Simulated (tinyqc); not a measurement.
All-pass ring resonator: two steps of the calculation.

A ring of length L = 2 pi Rr coupled to one bus waveguide: round-trip amplitude a = 10^(-al L/20), self-coupling t = sqrt(1 - k2). At detuning d from the resonance the round-trip phase is p = 2 pi d/FSR and the transmission T = (a^2 - 2 a t cos p + t^2)/(1 - 2 a t cos p + a^2 t^2). Lossless coupler, linear absorption only.

Parameters, values chosen for the exercise; values close to those of silicon nitride waveguides:
- lam = 1310 nm (cold resonance wavelength)
- Rr = 50 um (ring radius)
- ng = 1.99 (group index)
- al = 3.4 dB/cm (propagation loss)
- k2 = 0.017 (power coupling)
- dT = 2.4e-5 1/K (thermo-optic change of the effective index)
- Rt = 2.2 K/mW (thermal resistance)
- fa = 0.9 (share of the loss that heats the ring)
- Pin = 0.78 mW (input power)
- dl = -5.5 pm (laser detuning from the cold resonance)

Constants: c = 299792458 m/s. Results are converted to the units shown.

Problem 1. Resonance parameters. FSR = lam^2/(ng L), finesse F = pi sqrt(a t)/(1 - a t), FWHM = FSR/F, Q = lam/FWHM, Tmin = (a - t)^2/(1 - a t)^2, power build-up k2 a^2/(1 - a t)^2, optical bandwidth c/(lam Q).

Give: a; t; FSR; F; FWHM; Q; Tmin; build-up; bandwidth.

Solution 1.

a = 0.98778
t = 0.99146
FSR = 2.7450 nm
F = 150.53
FWHM = 18.236 pm
Q = 71836
Tmin = -14.970 dB
build-up = 38.882
bandwidth = 3.1857 GHz

The ring is undercoupled; critical coupling needs k2 = 1 - a^2 = 0.0243.

Problem 2. Thermal shift of the resonance. T is the transmission at d = dl - s, p = 2 pi d/FSR; out = (lam dT/ng) Rt fa (1 - T) Pin; s(new) = out.

s at the start = 0 pm
a = 0.98777787
t = 0.99146356
FSR = 2.7449829 nm

Give: d; T; out; s after iteration 1.

Solution 2.

d = -5.500 pm
T = 0.2901
out = 17.32 pm
s after iteration 1 = 17.32 pm

Computed by the program tinyqc: `OMP_NUM_THREADS=1 python tinyqc.py 2650041 2650042 out.jsonl`, one thread of a shared Intel Xeon 2.30GHz, about 0.01 s for the whole run.
